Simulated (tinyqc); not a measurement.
Worked calculation: plane-wave Kohn-Sham cycle with exchange-only LDA in a layered model solid. Computed by tinyqc, a small Python program that keeps every step. Settings: points = 16, plane-wave index or count = 3, electrons = 2, k points = 2, area = 30.0, mixing = 0.8, iteration cap = 67, Kerker q0 = 0.69. Command: `OMP_NUM_THREADS=1 python tinyqc.py 29522 29523 out.jsonl` (the two numbers bound the seeds that draw the settings). One thread of a shared host (Intel(R) Xeon(R) Processor @ 2.60GHz), about 0.02 s of CPU time with the checks. Later iterations appear only in the table of the cycle.

## Iteration 1: potential

A solid whose potential varies along x alone (atomic units):

| parameter | value |
|---|---|
| period a | 14.800000 |
| cross-section of the cell | 30.000000 |
| electrons per cell | 2 |
| grid points | 16 |
| plane waves -n..n, n | 3 |
| k points | 2 |
| V1 in V1 cos(2 pi x/a) | -0.290000 |

density at the start, on the grid x_j = j a/N (e/bohr^3): 0.0045045  0.0045045  0.0045045  0.0045045  0.0045045  0.0045045  0.0045045  0.0045045  0.0045045  0.0045045  0.0045045  0.0045045  0.0045045  0.0045045  0.0045045  0.0045045

V_H(G) = 4 pi rho(G)/G^2 for G != 0 (uniform background); v_x = -(3 rho/pi)^(1/3); V = V_ext + V_H + v_x; Fourier components f(G_m) = (1/N) sum_j f(x_j) exp(-i G_m x_j).

Potentials on the grid (hartree):

| x | V_ext | V_H | v_x | V |
|---|---|---|---|---|
| 0.00000 | -0.29000 | 0.00000 | -0.16263 | -0.45263 |
| 0.92500 | -0.26793 | 0.00000 | -0.16263 | -0.43056 |
| 1.85000 | -0.20506 | 0.00000 | -0.16263 | -0.36769 |
| 2.77500 | -0.11098 | 0.00000 | -0.16263 | -0.27361 |
| 3.70000 | 0 | 0.00000 | -0.16263 | -0.16263 |
| 4.62500 | 0.11098 | 0.00000 | -0.16263 | -0.05165 |
| 5.55000 | 0.20506 | 0.00000 | -0.16263 | 0.04243 |
| 6.47500 | 0.26793 | 0.00000 | -0.16263 | 0.10529 |
| 7.40000 | 0.29000 | 0.00000 | -0.16263 | 0.12737 |
| 8.32500 | 0.26793 | 0.00000 | -0.16263 | 0.10529 |
| 9.25000 | 0.20506 | 0.00000 | -0.16263 | 0.04243 |
| 10.17500 | 0.11098 | 0.00000 | -0.16263 | -0.05165 |
| 11.10000 | 0 | 0.00000 | -0.16263 | -0.16263 |
| 12.02500 | -0.11098 | 0.00000 | -0.16263 | -0.27361 |
| 12.95000 | -0.20506 | 0.00000 | -0.16263 | -0.36769 |
| 13.87500 | -0.26793 | 0.00000 | -0.16263 | -0.43056 |

V(G_m), m = 0, 1, 2, ... (hartree): -0.16263  -0.14500  0.00000  0.00000  0.00000  0.00000  0.00000

## Iteration 1: Hamiltonian at one k

k = 0.25000 2 pi / a

H(m,m') = (k + G_m)^2/2 delta + V(G_m - G_m'), with V(-G) = V(G).

H (hartree), lower triangle:
```
          -3        -2        -1        +0        +1        +2       +3
-3   0.51888
-2  -0.14500   0.11335
-1   0.00000  -0.14500  -0.11194
+0   0.00000   0.00000  -0.14500  -0.15700
+1   0.00000   0.00000   0.00000  -0.14500  -0.02182
+2   0.00000   0.00000   0.00000   0.00000  -0.14500   0.29358
+3   0.00000   0.00000   0.00000   0.00000   0.00000  -0.14500  0.78923
```

## Iteration 1: levels at that k

Diagonalise the Hermitian matrix.

eigenvalues (hartree): -0.34427  -0.14125  0.02809  0.16214  0.32062  0.56859  0.83034

## Iteration 1: new density

Motion across x is left out: the lowest 1 band(s) hold two electrons at each of the k points (j + 1/2)/nk - 1/2. Residual R = rho(out) - rho(in); rho(new) = rho(in) + 0.8 R, with R(G) scaled by G^2/(G^2 + 0.69^2) (Kerker). rho(out) = 2/(a A nk) sum |psi|^2 with psi = sum c exp(i G x). Harris energy E = band energy - dV sum rho (V_H/2 + v_x) + (3/4) dV sum rho v_x with rho(in), dV = a A/N, band energy = (2/nk) sum of the filled levels.

rho(out) (e/bohr^3): 0.0171548  0.0143287  0.0083579  0.0034343  0.0010300  0.0002458  0.0000516  0.0000092  0.0000022  0.0000092  0.0000516  0.0002458  0.0010300  0.0034343  0.0083579  0.0143287

density after iteration 1 (e/bohr^3): 0.0089571  0.0075523  0.0048268  0.0031088  0.0028910  0.0033338  0.0037705  0.0040232  0.0041021  0.0040232  0.0037705  0.0033338  0.0028910  0.0031088  0.0048268  0.0075523

energy per cell = -0.6072212 hartree

## Iteration 2: potential

As before.

Potentials on the grid (hartree):

| x | V_ext | V_H | v_x | V |
|---|---|---|---|---|
| 0.00000 | -0.29000 | 0.14959 | -0.20451 | -0.34491 |
| 0.92500 | -0.26793 | 0.12700 | -0.19320 | -0.33413 |
| 1.85000 | -0.20506 | 0.07286 | -0.16642 | -0.29863 |
| 2.77500 | -0.11098 | 0.01424 | -0.14372 | -0.24046 |
| 3.70000 | 0 | -0.03078 | -0.14028 | -0.17106 |
| 4.62500 | 0.11098 | -0.05902 | -0.14711 | -0.09515 |
| 5.55000 | 0.20506 | -0.07465 | -0.15327 | -0.02286 |
| 6.47500 | 0.26793 | -0.08222 | -0.15662 | 0.02909 |
| 7.40000 | 0.29000 | -0.08445 | -0.15764 | 0.04791 |
| 8.32500 | 0.26793 | -0.08222 | -0.15662 | 0.02909 |
| 9.25000 | 0.20506 | -0.07465 | -0.15327 | -0.02286 |
| 10.17500 | 0.11098 | -0.05902 | -0.14711 | -0.09515 |
| 11.10000 | 0 | -0.03078 | -0.14028 | -0.17106 |
| 12.02500 | -0.11098 | 0.01424 | -0.14372 | -0.24046 |
| 12.95000 | -0.20506 | 0.07286 | -0.16642 | -0.29863 |
| 13.87500 | -0.26793 | 0.12700 | -0.19320 | -0.33413 |

V(G_m), m = 0, 1, 2, ... (hartree): -0.16021  -0.09782  0.00552  -0.00077  0.00024  0.00042  0.00012

## Iteration 2: Hamiltonian at one k

k = 0.25000 2 pi / a

As before.

H (hartree), lower triangle:
```
          -3        -2        -1        +0        +1        +2       +3
-3   0.52130
-2  -0.09782   0.11577
-1   0.00552  -0.09782  -0.10952
+0  -0.00077   0.00552  -0.09782  -0.15458
+1   0.00024  -0.00077   0.00552  -0.09782  -0.01941
+2   0.00042   0.00024  -0.00077   0.00552  -0.09782   0.29600
+3   0.00012   0.00042   0.00024  -0.00077   0.00552  -0.09782  0.79165
```

## Iteration 2: levels at that k

As before.

eigenvalues (hartree): -0.26451  -0.11124  0.01553  0.13774  0.30784  0.54489  0.81097

## Iteration 2: new density

As before.

rho(out) (e/bohr^3): 0.0149709  0.0130373  0.0086301  0.0043806  0.0017394  0.0005603  0.0001543  0.0000399  0.0000175  0.0000399  0.0001543  0.0005603  0.0017394  0.0043806  0.0086301  0.0130373

density after iteration 2 (e/bohr^3): 0.0104699  0.0089466  0.0057354  0.0032100  0.0023175  0.0025083  0.0029904  0.0033531  0.0034795  0.0033531  0.0029904  0.0025083  0.0023175  0.0032100  0.0057354  0.0089466

energy per cell = -0.4715053 hartree

## Convergence

Stop when sqrt(dV sum R^2) is below 1e-8, dV = a A/N.

Course of the cycle:

| iteration | E (hartree) | norm of the residual |
|---|---|---|
| 1 | -0.6072212 | 1.23e-01 |
| 2 | -0.4715053 | 7.83e-02 |
| 3 | -0.4078818 | 5.13e-02 |
| 4 | -0.3829981 | 3.29e-02 |
| 5 | -0.3754911 | 1.99e-02 |
| 6 | -0.3738791 | 1.15e-02 |
| 7 | -0.3736008 | 6.44e-03 |
| 8 | -0.3735555 | 3.54e-03 |
| 9 | -0.3735492 | 1.96e-03 |
| 10 | -0.3735489 | 1.10e-03 |
| 11 | -0.3735492 | 6.17e-04 |
| ... | ... | ... |
| 21 | -0.3735495 | 2.18e-06 |
| 22 | -0.3735495 | 1.24e-06 |
| 23 | -0.3735495 | 7.06e-07 |
| 24 | -0.3735495 | 4.02e-07 |
| 25 | -0.3735495 | 2.29e-07 |
| 26 | -0.3735495 | 1.30e-07 |
| 27 | -0.3735495 | 7.43e-08 |
| 28 | -0.3735495 | 4.23e-08 |
| 29 | -0.3735495 | 2.41e-08 |
| 30 | -0.3735495 | 1.37e-08 |
| 31 | -0.3735495 | 7.81e-09 |

Converged in 31 iterations. Before convergence this energy mixes input and output and is not variational, so it may rise towards its limit.
